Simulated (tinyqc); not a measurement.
Hall effect and magnetoresistance of several carrier groups with constant relaxation times: one step, computed by the program tinyqc.

Group 1 has charge -e and group 2 charge +e; s_i is that sign. B lies along z; mu B is formed with mu in m^2/(V s).

Task: Limits of weak and strong field. Weak field: R_H(0) = sum s_i n_i mu_i^2/(e (sum n_i mu_i)^2); MR = c B^2 with c = n1 n2 mu1 mu2 (s1 mu1 - s2 mu2)^2/(n1 mu1 + n2 mu2)^2. Strong field: R_H = 1/(e sum s_i n_i); rho_xx saturates at (n1/mu1 + n2/mu2)/(e (sum s_i n_i)^2).

Inputs (values chosen for the exercise, for a model conductor):
```
quantity            value        unit
density n1        1.6e+15      1/cm^3
mobility mu1        12000  cm^2/(V s)
density n2        9.1e+15      1/cm^3
mobility mu2          520  cm^2/(V s)
magnetic field B      5.4           T
```

Carriers: electrons and holes. Densities: per volume.

Constants: e = 1.602176634e-19 C.

Give: R_H at weak field; coefficient c; R_H at strong field; saturation MR.

Result:

R_H at weak field = -2484 cm^3/C

coefficient c = 0.2487 1/T^2

R_H at strong field = 832.2 cm^3/C

saturation MR = 650.2 %

R_H changes sign between weak and strong field: the faster group rules at weak field, the denser one at strong field. Caution: mu B is well above 1, where Landau quantisation, left out here, shows at low temperature.
